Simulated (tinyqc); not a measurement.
# Gated two-dimensional channel with two bands, quantum capacitance: two studies

phi is the Fermi level above the lowest band edge, in volts; Vg is counted from the gate voltage at which an empty channel would have phi = 0. The channel has no thickness; trap charge is -q Dit phi.

Values chosen for this exercise; lowest band close to that of monolayer WS2: temperature T = 150 K; relative permittivity of the gate insulator (close to aluminium oxide) eox = 8.77; insulator thickness tox = 6.1 nm; in-plane mass md = 0.33 m0; valley degeneracy gv = 2; in-plane mass of a second band, chosen freely m2 = 0.46 m0; valley degeneracy of that band, chosen freely g2 = 2; second band edge above the first E2 = 0.32 eV; density of traps Dit = 0 cm^-2 eV^-1; gate voltage Vg = 0.82 V.

Constants: q = 1.602176634e-19 C, kB = 1.380649e-23 J/K, hbar = 1.054571817e-34 J s, m0 = 9.1093837015e-31 kg, Vt = kB T/q, eps0 = 8.8541878128e-14 F/cm where lengths are in cm. Results are converted to the units shown.

Each table varies one quantity; the others keep the values above.

## Effect of the gate voltage

D1 = gv md m0 q/(pi hbar^2), D2 = g2 m2 m0 q/(pi hbar^2) per eV; n1 = D1 Vt ln(1 + exp(phi/Vt)), n2 = D2 Vt ln(1 + exp((phi - E2)/Vt)), n = n1 + n2; Cq = q dn/dphi = q [D1/(1 + exp(-phi/Vt)) + D2/(1 + exp((E2 - phi)/Vt))]. Cox = eps0 eox/tox; Vg = phi + q (n + Dit phi)/Cox. 1/C_G = 1/Cox + 1/(Cq + q Dit); dphi/dVg = Cox/(Cox + Cq + q Dit).

The same in every row: Cox (uF/cm^2) = 1.273.

Result of one run:
```
Vg (V),phi (V),n (cm^-2),Cq (uF/cm^2),C_G (uF/cm^2),dphi/dVg,share of the second band (%)
0.73,0.01758,5.660e12,35.15,1.228,0.03495,6.058e-9
```

What becomes of these results when the gate voltage Vg is changed from 0.73 to 0.42 V, all else the same?

Result of the changed run:
```
Vg (V),phi (V),n (cm^-2),Cq (uF/cm^2),C_G (uF/cm^2),dphi/dVg,share of the second band (%)
0.42,0.005413,3.294e12,26.64,1.215,0.04560,4.062e-9
```

The whole series:
```
Vg (V),phi (V),n (cm^-2),Cq (uF/cm^2),C_G (uF/cm^2),dphi/dVg,share of the second band (%)
-0.2,-0.2000,6.795e5,8.423e-6,8.423e-6,1.000,2.470e-9
-0.04,-0.04958,7.611e10,0.9334,0.5385,0.5769,2.497e-9
0.11,-0.01471,9.908e11,10.72,1.138,0.1061,2.848e-9
0.27,-0.002328,2.164e12,20.10,1.197,0.05955,3.398e-9
0.42,0.005413,3.294e12,26.64,1.215,0.04560,4.062e-9
0.58,0.01209,4.512e12,31.72,1.224,0.03858,4.969e-9
0.73,0.01758,5.660e12,35.15,1.228,0.03495,6.058e-9
0.89,0.02297,6.889e12,37.78,1.231,0.03260,7.553e-9
1.04,0.02774,8.043e12,39.55,1.233,0.03118,9.361e-9
1.2,0.03265,9.275e12,40.90,1.235,0.03018,1.186e-8
```

As Vg goes from -0.2 to 1.2, Cq rises from 8.42e-6 to 40.9 uF/cm^2, C_G/Cox rises from 6.62e-6 to 0.970 and n rises from 6.80e5 to 9.27e12 cm^-2. Cq is below Cox for Vg = -0.2, -0.04; there the density of states limits the response dn/dVg more than the insulator does.

## Effect of the in-plane mass

Same model as above.

The same in every row: Cox (uF/cm^2) = 1.273.

Results:
```
md (m0),phi (V),n (cm^-2),Cq (uF/cm^2),C_G (uF/cm^2),dphi/dVg,share of the second band (%)
0.02,0.2620,4.433e12,3.362,0.9234,0.2746,1.254
0.057,0.1172,5.584e12,7.629,1.091,0.1430,1.371e-5
0.097,0.07317,5.934e12,12.94,1.159,0.08957,4.264e-7
0.16,0.04565,6.152e12,20.81,1.200,0.05765,4.891e-8
0.28,0.02528,6.314e12,32.84,1.225,0.03732,9.857e-9
0.47,0.01206,6.419e12,45.15,1.238,0.02742,3.486e-9
0.8,0.001497,6.503e12,56.64,1.245,0.02198,1.520e-9
```

Estimate the missing row, md = 0.034 m0.

Computed row:
```
md (m0),phi (V),n (cm^-2),Cq (uF/cm^2),C_G (uF/cm^2),dphi/dVg,share of the second band (%)
0.034,0.1792,5.091e12,4.552,0.9948,0.2185,0.001818
```

With this row back in the table: As md goes from 0.02 to 0.8, Cq rises from 3.36 to 56.6 uF/cm^2, C_G/Cox rises from 0.725 to 0.978 and n rises from 4.43e12 to 6.50e12 cm^-2. Cq exceeds Cox in every row, so the insulator is the tighter limit, though Cq still cuts C_G by up to 27 %.

tinyqc, about 0.01 s, one thread, Intel Xeon 2.30GHz (shared host): `OMP_NUM_THREADS=1 python tinyqc.py 2200116 2200117 out.jsonl`
